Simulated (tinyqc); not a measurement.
Four-band model of biased bilayer graphene near K: sweeps and comparisons. A value that a table varies takes the place of the one given here.

Basis A1, B1, A2, B2, with B1 below A2; p = kx + i ky, v_j = (sqrt3/2) a g_j. Diagonal -U/2, -U/2, U/2, U/2; <A1|B1> = <A2|B2> = v0 p*, <B1|A2> = g1, <A1|B2> = v3 p, <A1|A2> = <B1|B2> = -v4 p*.

Inputs chosen for the exercise (near those used for Bernal bilayer graphene; shifted at random, so the results belong to these values and not to a real crystal):
- a = 2.46 angstrom (lattice constant)
- g0 = 3.17 eV (hopping in a layer)
- g1 = 0.389 eV (hopping of the dimer sites)
- g3 = 0 eV (skew hopping A1-B2)
- g4 = 0 eV (skew hopping A1-A2)
- U = 0.05 eV (potential difference of the layers)
- k = (-0.041, 0.044) 1/angstrom (wave vector from K)

## Gap against bias

Closed form for g3 = g4 = 0: gap U g1/sqrt(U^2 + g1^2), ring radius as (U/2 v0) sqrt((2 g1^2 + U^2)/(g1^2 + U^2)). Last column: lowest band 3 less highest band 2 of the full matrix on a polar grid, |k| = 0 to 0.08 in steps of 0.001 1/angstrom, angles 0, 15, 30, 45, 60 degrees.

Gap:

| U (eV) | gap (eV) | kg (1/angstrom) | gap/U | gap on the grid (eV) |
|---|---|---|---|---|
| 0.02 | 0.0200 | 0.0021 | 0.999 | 0.0200 |
| 0.05 | 0.0496 | 0.0052 | 0.992 | 0.0496 |
| 0.10 | 0.0969 | 0.0103 | 0.969 | 0.0969 |
| 0.15 | 0.1400 | 0.0152 | 0.933 | 0.1400 |
| 0.20 | 0.1779 | 0.0198 | 0.889 | 0.1779 |
| 0.30 | 0.2376 | 0.0283 | 0.792 | 0.2376 |
| 0.40 | 0.2789 | 0.0361 | 0.697 | 0.2789 |
| 0.60 | 0.3264 | 0.0506 | 0.544 | 0.3265 |

What can be read from the table?

The gap follows U while U << g1 (ratio 0.992 at 0.05 eV) and bends towards g1 = 0.389 eV, reaching 0.326 eV at 0.6. Grid and formula agree within 0.05 meV. U is the screened difference, smaller than the applied field times the layer distance.

## From parabola to cone

U = 0, along kx. Parabola: v0^2 k^2/g1. Hyperbola: sqrt(g1^2/4 + v0^2 k^2) - g1/2. Then bands 3 and 2 of the full matrix for +kx and band 3 for -kx.

Energies (eV):

| k (1/angstrom) | parabola | hyperbola | band 3, +kx | band 2, +kx | band 3, -kx |
|---|---|---|---|---|---|
| 0.002 | 0.0005 | 0.0005 | 0.0005 | -0.0005 | 0.0005 |
| 0.005 | 0.0029 | 0.0029 | 0.0029 | -0.0029 | 0.0029 |
| 0.010 | 0.0117 | 0.0114 | 0.0114 | -0.0114 | 0.0114 |
| 0.020 | 0.0469 | 0.0423 | 0.0423 | -0.0423 | 0.0423 |
| 0.030 | 0.1055 | 0.0864 | 0.0864 | -0.0864 | 0.0864 |
| 0.050 | 0.2931 | 0.1952 | 0.1952 | -0.1952 | 0.1952 |
| 0.080 | 0.7504 | 0.3797 | 0.3797 | -0.3797 | 0.3797 |
| 0.120 | 1.6884 | 0.6389 | 0.6389 | -0.6389 | 0.6389 |

What can be read from the table?

The parabola is 3 % above the hyperbola at 0.01 and a factor 2.64 at 0.12 1/angstrom, where the slope nears v0. With g3 = g4 = 0 the hyperbola is exact, the bands are isotropic and mirror images.

## What each parameter does

The four levels at k. Each row changes one parameter from the base and keeps the others.

Results:

| case | band 1 (eV) | band 2 (eV) | band 3 (eV) | band 4 (eV) |
|---|---|---|---|---|
| base | -0.6462 | -0.2548 | 0.2548 | 0.6462 |
| g0 = 3.329 eV | -0.6647 | -0.2732 | 0.2732 | 0.6647 |
| g1 = 0.4279 eV | -0.6743 | -0.2443 | 0.2443 | 0.6743 |
| g3 = 0.1 eV | -0.6491 | -0.2477 | 0.2477 | 0.6491 |
| g4 = 0.05 eV | -0.6520 | -0.2490 | 0.2605 | 0.6405 |
| U = 0.1 eV | -0.6503 | -0.2516 | 0.2516 | 0.6503 |

What can be read from the table?

The largest shifts from the base row, up to three for each result and ties (the steps differ in size, so this ranks the rows, not the parameters). band 1 (eV): g1 -0.0280, g0 -0.0185, g4 -0.0057. band 2 (eV): g0 -0.0184, g1 +0.0105, g3 +0.0071. band 3 (eV): g0 +0.0184, g1 -0.0105, g3 -0.0071. band 4 (eV): g1 +0.0280, g0 +0.0185, g4 -0.0057. Only g4 breaks the mirror symmetry between the upper and lower bands.

Program tinyqc; command `OMP_NUM_THREADS=1 python tinyqc.py 1482293 1482294 out.jsonl`; about 0.08 s on one thread of a shared Intel(R) Xeon(R) Processor @ 2.30GHz.
